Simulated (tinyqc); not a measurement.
Complex band structure along [001] in sp3s* tight binding: one step. The px, py block. Three cases, with inputs chosen for the exercise.

Question. For px and py the determinant gives (E - Epa)(E - Epc) = Vxx^2 cos^2(phi) + Vxy^2 sin^2(phi). With phi = i kappa a/4 this is sinh^2(kappa a/4) = ((E - Epa)(E - Epc) - Vxx^2)/(Vxx^2 - Vxy^2), E = Ev + dE. Parameters in the order Esa, Epa, Esc, Epc, Exa, Exc, Vss, Vxx, Vxy, Vsapc, Vscpa, Vxapc, Vpaxc.

For k = (0, 0, kz) the phase sums are g0 = cos(phi) and g3 = i sin(phi), phi = kz a/4, and the s, pz, s* orbitals of anion (a) and cation (c) decouple from px, py. With z = exp(i phi), H(z) = H0 + z T + T^T/z for any complex z. H0 is diagonal (Esa, Epa, Exa, Esc, Epc, Exc). The anion-cation block is B(z) = z U + W/z and the cation-anion block z W^T + U^T/z, where U has Vss/2 (s,s), Vsapc/2 (s,z), -Vscpa/2 (z,s), Vxx/2 (z,z), Vxapc/2 (s*,z), -Vpaxc/2 (z,s*), and W has the same values with the s-z and s*-z signs reversed. |z| = 1 is a band state, |z| < 1 decays along [001] as exp(-kappa d) over a distance d, kappa = -(4/a) ln|z|. No spin-orbit coupling.

Case 1.

Values chosen (out of a larger set: near a published set for InAs, fitted to gaps, whose masses and valley positions are rough (light masses up to twice too heavy); not measured data): p = (-9.516, 0.907, -2.731, 3.676, 7.436, 6.696, -5.664, 1.859, 4.435, 3.02, 5.398, 3.356, 3.932) eV (order Esa, Epa, Esc, Epc, Exa, Exc, Vss, Vxx, Vxy, Vsapc, Vscpa, Vxapc, Vpaxc); dE = 0.16 eV (E - Ev); a = 6.052 angstrom (lattice constant).

Ev = -0.026413 eV

Case 2.

Values chosen (out of a larger set: near a published set for Si, fitted to gaps, whose masses and valley positions are rough (light masses up to twice too heavy); not measured data): p = (-4.184, 1.71, -4.184, 1.71, 6.707, 6.707, -8.285, 1.708, 4.588, 5.749, 5.749, 5.389, 5.389) eV (order Esa, Epa, Esc, Epc, Exa, Exc, Vss, Vxx, Vxy, Vsapc, Vscpa, Vxapc, Vpaxc); dE = 0.32 eV (E - Ev); a = 5.434 angstrom (lattice constant).

Ev = 0.002000 eV

Case 3.

Values chosen (out of a larger set: near a published set for Si, fitted to gaps, whose masses and valley positions are rough (light masses up to twice too heavy); not measured data): p = (-4.182, 1.73, -4.182, 1.73, 6.749, 6.749, -8.39, 1.705, 4.589, 5.709, 5.709, 5.38, 5.38) eV (order Esa, Epa, Esc, Epc, Exa, Exc, Vss, Vxx, Vxy, Vsapc, Vscpa, Vxapc, Vpaxc); dE = 0.83 eV (E - Ev); a = 5.429 angstrom (lattice constant).

Ev = 0.025000 eV

Give: sinh^2(kappa a/4); kappa of the heavy-hole branch.

Answer.

Case 1.

sinh^2(kappa a/4) = 0.04417
kappa of the heavy-hole branch = 0.1379 1/angstrom

This branch decays faster than the slowest root of the s-pz block (0.0319), by a factor 4.33 in kappa.

Case 2.

sinh^2(kappa a/4) = 0.05464
kappa of the heavy-hole branch = 0.1705 1/angstrom

This branch decays faster than the slowest root of the s-pz block (0.1187), by a factor 1.44 in kappa.

Case 3.

sinh^2(kappa a/4) = 0.11797
kappa of the heavy-hole branch = 0.2483 1/angstrom

This branch decays faster than the slowest root of the s-pz block (0.1836), by a factor 1.35 in kappa.

Computed by tinyqc, one run a case: `OMP_NUM_THREADS=1 python tinyqc.py N N+1 out.jsonl` with N = 1481097, 1481205, 1481277; one thread of a shared Intel(R) Xeon(R) Processor @ 2.30GHz, about 0.01 s a run at most.
